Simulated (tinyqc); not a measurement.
On-chip power grid, static voltage drop by conjugate gradients: one step of the calculation.

A grid of 3 rows and 4 columns, node k = 4 row + column. Neighbours in a row are joined by Rx, in a column by Ry; pad nodes, which reach the supply through Rp: 0, 8. Each node draws I0, node 1 draws kh I0. The drops u = Vdd - V solve G u = i, with G the conductance matrix (1/Rp added on the diagonal at pad nodes).

Problem. Diagonal of G, loads and first direction. G_kk = sum of the conductances at node k. Start u = 0, so the residual is r = i; p = r.

Parameters, values chosen for the exercise: resistance of a horizontal segment Rx = 0.1 ohm; resistance of a vertical segment Ry = 0.1 ohm; resistance from a pad node to the supply Rp = 0.22 ohm; load current of an ordinary node I0 = 7.7 mA; factor on the load at the hot node kh = 5.

Find: G_kk; r at the start; p at the start.

Solution.

G_kk (S):
```
        col 0   col 1   col 2   col 3
row 0  24.545  30.000  30.000  20.000
row 1  30.000  40.000  40.000  30.000
row 2  24.545  30.000  30.000  20.000
```

r at the start (mA):
```
        col 0   col 1   col 2   col 3
row 0  7.7000  38.500  7.7000  7.7000
row 1  7.7000  7.7000  7.7000  7.7000
row 2  7.7000  7.7000  7.7000  7.7000
```

p at the start (mA):
```
        col 0   col 1   col 2   col 3
row 0  7.7000  38.500  7.7000  7.7000
row 1  7.7000  7.7000  7.7000  7.7000
row 2  7.7000  7.7000  7.7000  7.7000
```

Numbers from tinyqc (`OMP_NUM_THREADS=1 python tinyqc.py 2770130 2770131 out.jsonl`; about 0.3 s on one thread of a shared Intel Xeon 2.30GHz).
